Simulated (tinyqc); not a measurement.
Sp3 tight binding, zinc-blende lattice, step by step. One step of it, computed by the program tinyqc.

Question. Bloch Hamiltonian at L. Slater-Koster rules over the four bonds with direction cosines (l, m, n): ss V_ss; s-px l V_sp; px-s -l V_sp; px-px l^2 V_pps + (1 - l^2) V_ppp; px-py l m (V_pps - V_ppp); each times exp(i k.d).

Parameters chosen for this model: zinc-blende lattice, anion at 0, cation at a/4 (1,1,1); V = eta hbar^2 / (m d^2), hbar^2/m = 7.619964 eV angstrom^2:
```
parameter          value      unit
a               4.070000  angstrom
d               1.762362  angstrom
Es anion      -17.330000        eV
Ep anion       -7.770000        eV
Es cation     -10.640000        eV
Ep cation      -4.270000        eV
eta ss         -1.400000
eta sp          1.840000
eta pp sigma    3.240000
eta pp pi      -0.810000
V ss           -3.434716        eV
V sp            4.514198        eV
V pp sigma      7.948915        eV
V pp pi        -1.987229        eV
```

k point L (2 pi / a): [0.500000, 0.500000, 0.500000]

Give: H(k) at L.

Answer.

H(k) at L (eV), order a s, a px, a py, a pz, c s, c px, c py, c pz:
$$\begin{pmatrix}
-17.3300 & 0.0000 & 0.0000 & 0.0000 & -4.8574+4.8574i & -3.6858+3.6858i & -3.6858+3.6858i & -3.6858+3.6858i \\
0.0000 & -7.7700 & 0.0000 & 0.0000 & 3.6858-3.6858i & 1.8736-1.8736i & -4.6839+4.6839i & -4.6839+4.6839i \\
0.0000 & 0.0000 & -7.7700 & 0.0000 & 3.6858-3.6858i & -4.6839+4.6839i & 1.8736-1.8736i & -4.6839+4.6839i \\
0.0000 & 0.0000 & 0.0000 & -7.7700 & 3.6858-3.6858i & -4.6839+4.6839i & -4.6839+4.6839i & 1.8736-1.8736i \\
-4.8574-4.8574i & 3.6858+3.6858i & 3.6858+3.6858i & 3.6858+3.6858i & -10.6400 & 0.0000 & 0.0000 & 0.0000 \\
-3.6858-3.6858i & 1.8736+1.8736i & -4.6839-4.6839i & -4.6839-4.6839i & 0.0000 & -4.2700 & 0.0000 & 0.0000 \\
-3.6858-3.6858i & -4.6839-4.6839i & 1.8736+1.8736i & -4.6839-4.6839i & 0.0000 & 0.0000 & -4.2700 & 0.0000 \\
-3.6858-3.6858i & -4.6839-4.6839i & -4.6839-4.6839i & 1.8736+1.8736i & 0.0000 & 0.0000 & 0.0000 & -4.2700
\end{pmatrix}$$
